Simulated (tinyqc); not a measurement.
# Frequency dispersion of an accumulation capacitance by border traps, distributed model: effects of single changes

Traps spread evenly through the insulator exchange electrons with the semiconductor by tunnelling, with tau(x) = t0 exp(2 ka x) at depth x from the interface. The admittance per area Y seen at depth x obeys dY/dx = -Y^2/(i w eps0 eox) + q Nb ln(1 + i w tau)/tau, with Y(0) = i w Cs and w = 2 pi f; the gate sees Y(tox) = G + i w C. Working variable y = Y/(i w), in uF/cm^2. Cox = eps0 eox/tox.

Parameters, values chosen for the exercise; permittivity close to that of silicon dioxide:
- eox = 3.92 (relative permittivity of the insulator)
- tox = 9.8 nm (insulator thickness)
- Cs = 7.8 uF/cm^2 (semiconductor capacitance in accumulation)
- Nb = 1.8e19 cm^-3 eV^-1 (density of border traps)
- ka = 4.1 1/nm (decay constant of the wave function in the insulator)
- t0 = 1e-9 s (time constant of a trap at the interface)
- f = 10000 Hz (frequency)

Constants: q = 1.602176634e-19 C, eps0 = 8.8541878128e-14 F/cm where lengths are in cm. Results are converted to the units shown.

Each table varies one quantity; the others keep the values above.

## Capacitance and loss against frequency

Cox; trap-free value 1/(1/Cox + 1/Cs); response depth d = ln(1/(w t0))/(2 ka), where w tau = 1; lumped estimate: all traps within d act as C_bt = q Nb d placed at d/2, so C = 1/{1/[1/(1/Cs + d/(2 eps0 eox)) + C_bt] + (tox - d/2)/(eps0 eox)}. C and G from a fine integration; dispersion -d C/d log10 f over C, from f times and over 1.1. For a broad spread of time constants G/w is close to -(pi/2) dC/d ln w.

The same in every row: trap-free C (uF/cm^2) = 0.3388.

Results:
```
f (Hz),d (nm),C (uF/cm^2),G/w (uF/cm^2),dispersion (% a decade),-(pi/2) dC/d ln w (uF/cm^2),lumped C (uF/cm^2)
10,2.022,0.3525,0.002773,1.152,0.002770,0.3485
100,1.741,0.3488,0.002301,0.9653,0.002297,0.3459
1000,1.461,0.3458,0.001852,0.7833,0.001848,0.3437
10000,1.180,0.3434,0.001434,0.6098,0.001428,0.3420
1e6,0.6183,0.3403,7.198e-4,0.3064,7.113e-4,0.3397
1e7,0.3375,0.3394,4.406e-4,0.1864,4.316e-4,0.3391
```

Estimate the missing row, f = 1e5 Hz.

Computed row:
```
f (Hz),d (nm),C (uF/cm^2),G/w (uF/cm^2),dispersion (% a decade),-(pi/2) dC/d ln w (uF/cm^2),lumped C (uF/cm^2)
1e5,0.8991,0.3416,0.001054,0.4492,0.001047,0.3406
```

With this row back in the table: C falls from 0.3525 to 0.3394 uF/cm^2, towards the trap-free 0.3388; each decade of frequency removes ln 10/(2 ka) = 0.281 nm from the response depth. The dispersion falls from 1.15 to 0.186 % a decade and G/w falls from 0.00277 to 4.41e-4 uF/cm^2. G/w lies between 1.00 and 1.02 times -(pi/2) dC/d ln w, the relation for a broad spread of time constants.

## Effect of the insulator thickness

Same model as above.

The same in every row: d (nm) = 1.180.

Result of one run:
```
tox (nm),C (uF/cm^2),G/w (uF/cm^2),dispersion (% a decade),-(pi/2) dC/d ln w (uF/cm^2),lumped C (uF/cm^2),trap-free C (uF/cm^2)
14,0.2426,7.158e-4,0.4310,7.132e-4,0.2419,0.2403
```

What becomes of these results when the insulator thickness tox is changed from 14 to 2 nm, all else the same?

Result of the changed run:
```
tox (nm),C (uF/cm^2),G/w (uF/cm^2),dispersion (% a decade),-(pi/2) dC/d ln w (uF/cm^2),lumped C (uF/cm^2),trap-free C (uF/cm^2)
2,1.503,0.02713,2.644,0.02711,1.477,1.420
```

The whole series:
```
tox (nm),C (uF/cm^2),G/w (uF/cm^2),dispersion (% a decade),-(pi/2) dC/d ln w (uF/cm^2),lumped C (uF/cm^2),trap-free C (uF/cm^2)
2,1.503,0.02713,2.644,0.02711,1.477,1.420
2.8,1.116,0.01517,1.976,0.01505,1.102,1.070
3.9,0.8247,0.008275,1.461,0.008222,0.8167,0.7988
5.4,0.6080,0.004497,1.079,0.004473,0.6037,0.5938
7.5,0.4445,0.002404,0.7891,0.002393,0.4422,0.4369
10,0.3367,0.001379,0.5980,0.001374,0.3354,0.3323
14,0.2426,7.158e-4,0.4310,7.132e-4,0.2419,0.2403
20,0.1709,3.553e-4,0.3038,3.542e-4,0.1706,0.1698
```

As tox goes from 2 to 20, C falls from 1.50 to 0.171 uF/cm^2, the dispersion falls from 2.64 to 0.304 % a decade and G/w falls from 0.0271 to 3.55e-4 uF/cm^2. The lumped estimate is 1.7 % below C in the first row and 0.20 % below it in the last.

tinyqc, about 0.8 s, one thread, Intel Xeon 2.30GHz (shared host): `OMP_NUM_THREADS=1 python tinyqc.py 2202052 2202053 out.jsonl`
